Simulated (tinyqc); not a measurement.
Comparisons within one model: conductance of a narrow metal strip with scatterers (square lattice, Green functions). A value that a table varies takes the place of the one given here.

A strip of W sites across with hard walls, site energy 0 and hopping -t. Mode n = 1 to W has profile chi_n(j) = sqrt(2/(W + 1)) sin(n j pi/(W + 1)) and energy en = -2t cos(n pi/(W + 1)); E = en - 2t cos(kn a). With z_n = exp(i kn a) (Im k > 0 for closed modes, |z| < 1) each lead gives the self-energy -t z_n in mode n. One column carries the site energies v, here a notch at the edge (a site raised out of reach). In the mode basis V_nm = sum_j chi_n(j) v_j chi_m(j), G = (E - en + 2 t z_n - V)^-1, and t_nm = 2t sqrt(sin(kn a) sin(km a)) G_nm in size for open modes. T = sum |t_nm|^2, conductance (2e^2/h) T.

Constants: e^2/h = 3.874045865e-05 S.

Inputs chosen for the exercise (hopping and spacing of the size met in Cu or Al; the lattice is a model; shifted at random, so the results belong to these values and not to a real crystal):
```
symbol  value          unit      meaning
t       1.17           eV        hopping
W       4                        sites across
v       (50, 0, 0, 0)  eV        site energies in the scattering column
a       2.67           angstrom  spacing
E       -0.76          eV        Fermi energy
```

## Conductance steps with and without the scatterer

E is varied across the lower half of the band.

Against energy:
```
E/t    E (eV)  open modes       T  reflected
-3.30  -3.861           1  0.8904     0.1096
-2.95  -3.451           1  0.9643     0.0357
-2.65  -3.100           1  0.9956     0.0044
-2.30  -2.691           2  1.2488     0.7512
-1.95  -2.281           2  1.4707     0.5293
-1.65  -1.931           2  1.6869     0.3131
-1.30  -1.521           3  2.0095     0.9905
-0.95  -1.111           3  2.0382     0.9618
-0.65  -0.760           3  2.0872     0.9128
-0.30  -0.351           4  3.0010     0.9990
0.05    0.059           4  3.0014     0.9986
```

The clean strip goes from 1 to 4 open modes. The reflected flux ranges from 0.004 (E/t = -2.65) to 0.999 (E/t = -0.3). A scatterer on one site acts on one combination of modes only, so it can reflect at most one unit.

## The same scatterer in wider strips

Width (W + 1) a; the strength is the entry of v largest in size. The notch stays one site deep. Added resistance (1/T - 1/M)/(2 e^2/h), M the number of open modes.

Against width:
```
W   width (angstrom)   M        T     T/M  added resistance (ohm)
3               10.7   2   1.6237  0.8118                  1495.7
4               13.3   3   2.0873  0.6958                  1881.1
5               16.0   4   3.0229  0.7557                  1042.9
6               18.7   5   4.0077  0.8015                   639.2
8               24.0   6   5.0694  0.8449                   394.9
10              29.4   8   7.0108  0.8764                   227.6
14              40.0  11  10.0103  0.9100                   116.0
20              56.1  15  14.0499  0.9367                    58.2
```

The added resistance is 1496 ohm at W = 3 and 58.2 at W = 20; from W = 10 to 20 it changes by a factor 0.26, where 1/M gives 0.53 and 1/M^2 gives 0.28. A point scatterer removes at most one unit of M (here 0.38 to 0.99), so its resistance is at most 1/(M (M - 1)) in units of h/2e^2, without bound for M = 1, with jumps where modes open or where the site sits near a node of the open modes; the largest value is at W = 4 (1881 ohm).

## What each change does

Open modes M, T and the added resistance (1/T - 1/M)/(2 e^2/h). Each row changes one parameter from the base and keeps the others.

Results:
```
case                   M       T  added resistance (ohm)
base                   3  2.0873                    1881
t = 1.217 eV           3  2.0965                    1854
E = -0.67 eV           3  2.1178                    1792
v = (50, 50, 0, 0) eV  3  1.7101                    3245
```

The largest shifts from the base row, up to three for each result and ties (the steps differ in size, so this ranks the rows, not the parameters). M: unchanged at the printed digits by t, E and v. T: v -0.3772, E +0.0305, t +0.0092. added resistance (ohm): v +1364, E -89, t -27.

Run: tinyqc, `OMP_NUM_THREADS=1 python tinyqc.py 1450809 1450810 out.jsonl`; Intel(R) Xeon(R) Processor @ 2.30GHz, one thread, shared host; about 0.01 s of CPU time with all checks.
